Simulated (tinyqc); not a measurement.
Phonon-assisted absorption at an indirect gap: one step. The four branches at one energy. Three cases, with inputs chosen for the exercise.

Task: Evaluate the occupations and each term.

alpha(E) = sum_j A_j [N_j (E - Eg + w_j)^2 + (N_j + 1)(E - Eg - w_j)^2], each bracket counted only where its base is positive; N_j = 1/(exp(w_j/kB T) - 1). The first term absorbs a phonon and the second emits one; excitons and direct transitions are left out.

Constants: kB = 8.617333262e-05 eV/K.

Case 1.

Values chosen (loosely those of Si at room temperature; Eg is not tied to T; shifted at random, so the results belong to these values and not to a real crystal): Eg = 1.125 eV (indirect gap, held fixed unless listed); w = (59.8, 18.4) meV (two zone-edge phonons); A = (2600, 390) 1/(cm eV^2) (their strengths); T = 400 K; E = 1.207 eV (photon energy).

Case 2.

Values chosen (loosely those of Si at room temperature; Eg is not tied to T; shifted at random, so the results belong to these values and not to a real crystal): Eg = 1.134 eV (indirect gap, held fixed unless listed); w = (59.7, 18.5) meV (two zone-edge phonons); A = (3300, 330) 1/(cm eV^2) (their strengths); T = 200 K; E = 1.579 eV (photon energy).

Case 3.

Values chosen (loosely those of GaP at room temperature; Eg is not tied to T; shifted at random, so the results belong to these values and not to a real crystal): Eg = 2.241 eV (indirect gap, held fixed unless listed); w = (45.2, 13.2) meV (two zone-edge phonons); A = (6500, 340) 1/(cm eV^2) (their strengths); T = 300 K; E = 2.212 eV (photon energy).

Give: N_j; terms with phonon absorption; terms with phonon emission; alpha; wavelength hc/E (hc = 1239.841984 eV nm).

Result:

Case 1.

N_j: 0.2142  1.418

terms with phonon absorption (1/cm): 11.20  5.573

terms with phonon emission (1/cm): 1.556  3.814

alpha = 22.14 1/cm
wavelength hc/E (hc = 1239.841984 eV nm) = 1027.2 nm

Phonon absorption supplies 75.7 % of alpha; the depth 1/alpha is 452 micrometre.

Case 2.

N_j: 0.03232  0.5194

terms with phonon absorption (1/cm): 27.17  36.82

terms with phonon emission (1/cm): 505.7  91.21

alpha = 660.9 1/cm
wavelength hc/E (hc = 1239.841984 eV nm) = 785.2 nm

Phonon absorption supplies 9.7 % of alpha; the depth 1/alpha is 15.1 micrometre.

Case 3.

N_j: 0.2107  1.501

terms with phonon absorption (1/cm): 0.3595  0

terms with phonon emission (1/cm): 0  0

alpha = 0.3595 1/cm
wavelength hc/E (hc = 1239.841984 eV nm) = 560.5 nm

Phonon absorption supplies 100.0 % of alpha; the depth 1/alpha is 2.78e+04 micrometre.

Computed by tinyqc, one run a case: `OMP_NUM_THREADS=1 python tinyqc.py N N+1 out.jsonl` with N = 1682360, 1682368, 1682394; one thread of a shared Intel(R) Xeon(R) Processor @ 2.30GHz, about 0.01 s a run at most.
